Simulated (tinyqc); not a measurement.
Schottky emission and Poole-Frenkel conduction in an insulator, and how to tell them apart: one step of the calculation.

Schottky emission (electrode-limited): J = As T^2 exp[-(pb - b sqrt(F))/Vt], b = sqrt(q/(4 pi eps0 ei)). Poole-Frenkel emission (bulk-limited): J = s0 F exp[-(pt - 2 b sqrt(F))/Vt]. F in V/cm.

Question. Both currents at one field. Lowerings b sqrt(F) and 2 b sqrt(F); the image-force maximum lies at sqrt(q/(16 pi eps0 ei F)) from the electrode.

Values chosen for this exercise; dielectric values close to those of zirconium oxide:
- T = 350 K (temperature)
- ei = 4.63 (high-frequency relative permittivity)
- pt = 0.88 eV (trap depth)
- s0 = 0.024 S/cm (Poole-Frenkel prefactor)
- pb = 1.38 eV (electrode barrier)
- As = 13 A/(cm^2 K^2) (Richardson constant)
- F = 2.1 MV/cm (field)

Constants: q = 1.602176634e-19 C, kB = 1.380649e-23 J/K, Vt = kB T/q, eps0 = 8.8541878128e-14 F/cm where lengths are in cm. Results are converted to the units shown.

Wanted: Schottky lowering; position of the barrier top; Poole-Frenkel lowering; J, Schottky; J, Poole-Frenkel.

Answer.

Schottky lowering = 255.6 meV
position of the barrier top = 0.6085 nm
Poole-Frenkel lowering = 511.1 meV
J, Schottky = 1.025e-10 A/cm^2
J, Poole-Frenkel = 0.2459 A/cm^2

Injection and bulk transport act in series, so the smaller capacity limits the current: here the electrode, by a factor of 2.40e9.

Range of the model: At the field F a Fowler-Nordheim estimate for tunnelling through pb (mass 0.4 m0) gives 4.0e-8 A/cm^2, more than Schottky emission.

tinyqc, about 0.01 s, one thread, Intel Xeon 2.30GHz (shared host): `OMP_NUM_THREADS=1 python tinyqc.py 2370005 2370006 out.jsonl`
